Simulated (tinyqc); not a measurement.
# Switching power and leakage at the onset of runaway

Inverse problem. T = T0 + Rth P(T), P(T) = Pd + Pl (T/300 K)^2 exp[(q Ea/kB)(1/(300 K) - 1/T)]. At the onset of runaway the loop gain Rth dP/dT equals one as well. Find Pd and the critical Pl.

Inputs (values chosen for the exercise): ambient temperature T0 = 340 K; activation energy of the leakage Ea = 0.49 eV; thermal resistance Rth = 3.9 K/W.

Constants: q = 1.602176634e-19 C, kB = 1.380649e-23 J/K. Results are converted to the units shown.

temperature at the onset of runaway = 408.56797 K

Solution. With s = 2/T + q Ea/(kB T^2), unit gain means Rth (P - Pd) = 1/s; the heat balance then gives Pd, and the leakage term Pl.

Pd = 11.0 W
critical Pl = 0.0230 W

Program tinyqc, `OMP_NUM_THREADS=1 python tinyqc.py 2520051 2520052 out.jsonl`; Intel Xeon 2.30GHz, shared host, one thread, about 0.01 s.
